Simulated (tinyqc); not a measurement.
X-ray reflectivity of a thin film on silicon: critical angles, Parratt recursion, fringes and roughness: one step, computed by the program tinyqc. Command: `OMP_NUM_THREADS=1 python tinyqc.py 3120045 3120046 out.jsonl xrr walk`. One thread of a shared host (Intel(R) Xeon(R) Processor @ 2.30GHz), about 0.01 s of CPU time with the checks.

n = 1 - delta + i beta; the classical electron radius is r_e = 2.8179403e-6 nm. Layer 0 is vacuum, 1 the film, 2 the substrate.

Task: Reflectivity at one angle. k_j = (2 pi/lambda) sqrt(sin^2 theta - 2 delta_j + 2 i beta_j); r_ij = (k_i - k_j)/(k_i + k_j) x exp(-2 k_i k_j sigma^2) (Nevot-Croce); r = (r_01 + r_12 p)/(1 + r_01 r_12 p), p = exp(2 i k_1 d); R = |r|^2.

Inputs (values chosen for the exercise, modelled on TaN on silicon, copper K-alpha radiation):
```
quantity                              value     unit
wavelength lambda                   0.15406       nm
film thickness d                       28.2       nm
roughness of the surface sigma_1       0.55       nm
roughness of the interface sigma_2      0.4       nm
grazing angle theta                    1.71  degrees
```

Constants:
```
layer      rho_e (1/nm^3)         delta          beta  critical angle (degrees)  q_c (1/nm)
film             3814.544  4.060452e-05  3.410780e-06                 0.5163270   0.7350589
substrate         711.402  7.572626e-06  1.741704e-07                 0.2229774   0.3174375
```

Give: k_0, k_1, k_2; 1000 r_01; 1000 r_12; p; reflectivity R; q = 4 pi sin(theta)/lambda.

Result:

k_0, k_1, k_2 (1/nm): 1.2170  1.1602+0.0049i  1.2066+0.0002i

1000 r_01 = 10.166-0.933i

1000 r_12 = -12.525+1.307i

p = -0.65196+0.38857i

reflectivity R = 3.6187e-04

q = 4 pi sin(theta)/lambda = 2.4340 1/nm
